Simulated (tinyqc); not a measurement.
# Six-transistor SRAM cell, nodal equations and margins: what changes with what

Two cross-coupled inverters (pull-down bn, pull-up bp) hold the nodes Q and QB; access transistors (ba, threshold VTn, gate on the word line at Vdd when selected) join them to the bit lines. Transistor (EKV form, voltages against the body): I = 2 n b Vt^2 [F(vp - Vs) - F(vp - Vd)] from drain to source, F(v) = ln^2(1 + exp(v/(2 Vt))), vp = (Vg - VT + sg |Vd - Vs|)/n. n-channel bodies are at 0; for the p-channel device all voltages are counted down from Vdd. b in uA/V^2 gives I in uA. For an access transistor the bit line is the drain and the node the source. In a read both bit lines are at Vdd. The cell is symmetric (no mismatch).

Inputs (values chosen for the exercise):
- T = 350 K (temperature)
- Vdd = 0.5 V (supply voltage)
- n = 1.31 (slope factor)
- sg = 0.074 (drain-induced barrier lowering)
- VTn = 0.28 V (n-channel threshold)
- VTp = 0.43 V (p-channel threshold (magnitude))
- bn = 230 uA/V^2 (gain factor of the pull-down transistor)
- ba = 230 uA/V^2 (gain factor of the access transistor)
- bp = 120 uA/V^2 (gain factor of the pull-up transistor)

Constants: q = 1.602176634e-19 C, kB = 1.380649e-23 J/K, Vt = kB T/q. Results are converted to the units shown.

Each table varies one quantity; the others keep the values above.

## Effect of the supply voltage

f(x) is the node voltage of one half-cell for input x: In = Ip in hold, In = Ip + Ia in a read. Static noise margin: side of the largest square between the curve (x, f(x)) and its mirror image (f(y), y); with h(c) the root x of f(x) - x = c, it is the maximum over c > 0 of h(c) - h(-c) + c. Q is the low node in a read and Iread the current of its access transistor. The write trip is the voltage to which the bit line of the high node must fall (the other staying at Vdd) for that state to vanish; higher is easier, and a negative value means that a grounded bit line does not write.

Effect of the supply voltage:

| Vdd (V) | hold margin (mV) | read margin (mV) | Q in a read (mV) | Iread (uA) | write trip (mV) |
|---|---|---|---|---|---|
| 0.4 | 101.9 | 20.66 | 50.40 | 0.9563 | 210.9 |
| 0.5 | 146.7 | 42.32 | 67.40 | 2.630 | 224.4 |
| 0.6 | 190.5 | 61.64 | 88.29 | 5.304 | 249.0 |
| 0.7 | 232.4 | 78.42 | 111.0 | 8.963 | 279.6 |
| 0.85 | 290.4 | 98.82 | 146.7 | 16.25 | 333.0 |
| 1 | 341.3 | 114.4 | 183.1 | 25.67 | 392.3 |

Read the table: what changes, and by how much?

As Vdd goes from 0.4 to 1 V, the read margin rises from 20.7 to 114 mV, the write trip rises from 211 to 392 mV and Iread rises from 0.956 to 25.7 uA. The read margin is 0.20 of the hold margin in the first row and 0.34 in the last. For Vdd = 0.4 to 0.85 V the read margin is under 100 mV, which threshold mismatch, left out here, can use up in a large array.

## Effect of the gain factor of the pull-up transistor

Same model as above.

Results:

| bp (uA/V^2) | hold margin (mV) | read margin (mV) | Q in a read (mV) | Iread (uA) | write trip (mV) |
|---|---|---|---|---|---|
| 38 | 124.8 | 23.24 | 68.37 | 2.594 | 269.9 |
| 78 | 138.6 | 35.27 | 67.63 | 2.622 | 240.8 |
| 110 | 145.1 | 40.90 | 67.44 | 2.629 | 227.7 |
| 160 | 152.0 | 46.96 | 67.30 | 2.634 | 213.5 |
| 230 | 158.5 | 52.75 | 67.21 | 2.637 | 199.5 |

Estimate the missing row, bp = 55 uA/V^2.

Computed row:

| bp (uA/V^2) | hold margin (mV) | read margin (mV) | Q in a read (mV) | Iread (uA) | write trip (mV) |
|---|---|---|---|---|---|
| 55 | 132.0 | 29.47 | 67.91 | 2.611 | 254.5 |

With this row back in the table: As bp goes from 38 to 230 uA/V^2, the read margin rises from 23.2 to 52.8 mV, the write trip falls from 270 to 199 mV and Iread rises from 2.59 to 2.64 uA. The read margin is 0.19 of the hold margin in the first row and 0.33 in the last. Read stability and write ability pull in opposite directions. In every row the read margin is under 100 mV, which threshold mismatch, left out here, can use up in a large array.

Numbers from tinyqc (`OMP_NUM_THREADS=1 python tinyqc.py 2340073 2340074 out.jsonl`; about 0.1 s on one thread of a shared Intel Xeon 2.30GHz).
